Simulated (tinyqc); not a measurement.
What moves the efficiency: defect, radiative and Auger recombination at equal electron and hole densities (ABC model).

J/(e d) = Ae n + B n^2 + C n^3 with Ae = A + 4 S/w (four side walls, carriers spread evenly), e = 1.602176634e-19 C, lengths in cm; internal efficiency IQE = B n^2/(Ae n + B n^2 + C n^3); all injected carriers recombine in the layer.

Parameters, chosen for this exercise (orders of magnitude like those quoted for GaN; the results hold for these values, not for the real material):
- A = 28000000 1/s (defect rate)
- B = 2.9e-12 cm^3/s (radiative coefficient)
- C = 2.2e-31 cm^6/s (Auger coefficient)
- S = 0 cm/s (recombination velocity of the side walls)
- w = 190 micrometre (side of the square mesa)
- d = 4.2 nm (active thickness)
- J = 61 A/cm^2 (current density)

IQE_max = Q/(Q + 2) with Q = B/sqrt(Ae C), reached at n = sqrt(Ae/C).

One parameter was then changed.

Results before and after:

| case | n (1/cm^3) | IQE | IQE_max | J at the peak (A/cm^2) |
|---|---|---|---|---|
| base | 1.073e+19 | 0.3685 | 0.3688 | 67.3 |
| changed | 9.841e+18 | 0.4647 | 0.4670 | 79.8 |

Which of these changes was made? (a) A = 56000000 1/s; (b) d = 8.4 nm; (c) C = 4.4e-31 cm^6/s; (d) J = 183 A/cm^2; (e) B = 4.35e-12 cm^3/s.

Answer: (e) B = 4.35e-12 cm^3/s. Of the candidates, run in turn, only this one gives the changed row.

All candidates:

| case | n (1/cm^3) | IQE | IQE_max | J at the peak (A/cm^2) |
|---|---|---|---|---|
| base | 1.073e+19 | 0.3685 | 0.3688 | 67.3 |
| A = 56000000 1/s | 9.045e+18 | 0.2617 | 0.2923 | 170 |
| B = 4.35e-12 cm^3/s | 9.841e+18 | 0.4647 | 0.4670 | 79.8 |
| C = 4.4e-31 cm^6/s | 9.508e+18 | 0.2892 | 0.2923 | 42.5 |
| d = 8.4 nm | 7.382e+18 | 0.3487 | 0.3688 | 135 |
| J = 183 A/cm^2 | 1.798e+19 | 0.3447 | 0.3688 | 67.3 |

Computed by tinyqc, a small Python program: `OMP_NUM_THREADS=1 python tinyqc.py 1680619 1680620 out.jsonl` (the numbers bound the seed that draws the inputs); one thread of a shared host (Intel(R) Xeon(R) Processor @ 2.30GHz), about 0.01 s for the whole set of steps.
